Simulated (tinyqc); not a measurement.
# Gap and mass from two generation rates

Question. In the two-band model the band-to-band tunnelling rate in a uniform field is G = A F^2 exp(-B/F), with B = pi sqrt(m/C) Eg^1.5/4 (V/nm), A = 1e21 (2 q/h) m Eg/(16 pi C B) for G in cm^-3 s^-1 and F in V/nm, C = hbar^2/(2 m0). Find B, A, Eg and m.

Constants: q = 1.602176634e-19 C, hbar = 1.054571817e-34 J s, h = 6.62607015e-34 J s, m0 = 9.1093837015e-31 kg, hbar^2/(2 m0) = 0.0380998212 eV nm^2. Results are converted to the units shown.

G at F = 0.039 and 0.064 V/nm (cm^-3 s^-1): 4.0009484e25  1.8749416e28

Solution. The slope of ln(G/F^2) against 1/F is -B and the intercept gives A. The product A B fixes m Eg, and B = (pi/4) Eg sqrt(m Eg/C) then gives Eg.

B = 0.5151 V/nm
A = 1.432e34 cm^-3 s^-1 (V/nm)^-2
Eg = 0.7490 eV
m = 0.03900 m0

Numbers from tinyqc (`OMP_NUM_THREADS=1 python tinyqc.py 2620085 2620086 out.jsonl`; about 0.01 s on one thread of a shared Intel Xeon 2.30GHz).
